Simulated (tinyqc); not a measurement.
Permeation of metal atoms or ions through a thin barrier or dielectric: time lag, field-aided drift and lifetime: one step, computed by the program tinyqc.

The film 0 < x < d is empty at first; C = C0 at x = 0 and C = 0 at x = d. dC/dt = D d2C/dx2 - v dC/dx with drift v = D z e V/(k_B T d) (uniform field, no space charge).

Question. Time to the critical dose. Steady flux J = (D C0/d) P/(1 - exp(-P)); time lag in units of d^2/D: s_L = [P (1 + exp(-P))/(1 - exp(-P)) - 2]/P^2 (P = 0: J = D C0/d, s_L = 1/6). Dose through the film Q(s) = C0 d {f (s - s_L) - 2 exp(P/2) sum_(n=1..200) (-1)^n n^2 pi^2 exp(-l_n s)/l_n^2}, l_n = n^2 pi^2 + P^2/4, f = P/(1 - exp(-P)) the relative flux. Temperatures in kelvin are T(C) + 273.15. Solve Q = Q_c for s. At the use temperature D and P take T_u, with the same C0 and V; 1 year = 3.15576e7 s.

Inputs (values chosen for the exercise, for a model case: singly charged ions through a dielectric):
```
quantity                                   value    unit
thickness d                                   78      nm
prefactor D0                             3.9e-06  cm^2/s
activation energy E                        0.894      eV
concentration at the source side C0      2.3e+14  1/cm^3
charge number z                                1       -
voltage V (positive drives ions across)    0.096       V
critical dose Q_c                          2e+08  1/cm^2
test temperature T                           300       C
use temperature T_u                           70       C
```

Peclet number P = 1.943704

time scale d^2/D = 1132.860 s

Constants: k_B = 8.617333262e-05 eV/K.

Give: s at the critical dose; failure time at T; failure time at T_u.

Answer.

s at the critical dose = 0.1773

failure time at T = 200.9 s

failure time at T_u = 0.9718 years

Caution: grain boundaries, pinholes, trapping and space charge are left out; thin real barriers usually fail at defects.
